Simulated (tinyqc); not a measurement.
# MOSFET with velocity saturation and source resistance: output curve without source resistance

Strong inversion, charge Q = Cox (Vg - m V) at channel potential V with Vg the gate overdrive, and drift velocity v = mu E/(1 + mu E/vsat). Integrating along the channel gives I = mu Cox (1/L)(Vg Vd - m Vd^2/2)/(1 + Vd/Vc) per width, Vc = vsat L/mu, which peaks at Vdsat. Units: I in uA/um, Rs in ohm um, so the drop over Rs is 1e-6 I Rs volts.

Vg = Vgs - VT (0 if negative), mu = mu0/(1 + th Vg), Vc = vsat L/mu, x = sqrt(1 + 2 Vg/(m Vc)), Vdsat = 2 Vg/(m (1 + x)), Isat = Cox vsat Vg (x - 1)/(x + 1) per width. Below Vdsat the formula of the introduction holds, beyond it I = Isat; constant velocity-field slope (Vc infinite) gives the second column, with saturation at Vg/m.

Parameters, values chosen for the exercise: gate capacitance Cox = 1.68 uF/cm^2; mobility at low gate voltage mu0 = 310 cm^2/(V s); mobility degradation th = 0.1 1/V; saturation velocity vsat = 9.7e6 cm/s; body factor m = 1.24; threshold VT = 0.43 V; channel length L = 0.18 um; gate voltage Vgs = 2.5 V.

Result of one run:

| Vd (V) | I without velocity saturation (uA/um) | I (uA/um) |
|---|---|---|
| 1.4 | 4034 | 1407 |

What becomes of these results when the drain voltage Vd is changed from 1.4 to 0.8 V, all else the same?

Result of the changed run:

| Vd (V) | I without velocity saturation (uA/um) | I (uA/um) |
|---|---|---|
| 0.8 | 3018 | 1387 |

The whole series:

| Vd (V) | I without velocity saturation (uA/um) | I (uA/um) |
|---|---|---|
| 0.2 | 933.0 | 720.9 |
| 0.4 | 1747 | 1100 |
| 0.6 | 2442 | 1297 |
| 0.8 | 3018 | 1387 |
| 1 | 3476 | 1407 |
| 1.2 | 3814 | 1407 |
| 1.4 | 4034 | 1407 |
| 1.6 | 4135 | 1407 |
| 1.8 | 4142 | 1407 |

Velocity saturation lowers the current by 23 % in the first row and 66 % in the last, and moves saturation from Vg/m = 1.67 V to 0.973 V. In every row the channel charge passes 3 uC/cm^2, near what a silicon dioxide gate withstands.

Computed by the program tinyqc: `OMP_NUM_THREADS=1 python tinyqc.py 2500030 2500031 out.jsonl`, one thread of a shared Intel Xeon 2.30GHz, about 0.01 s for the whole run.
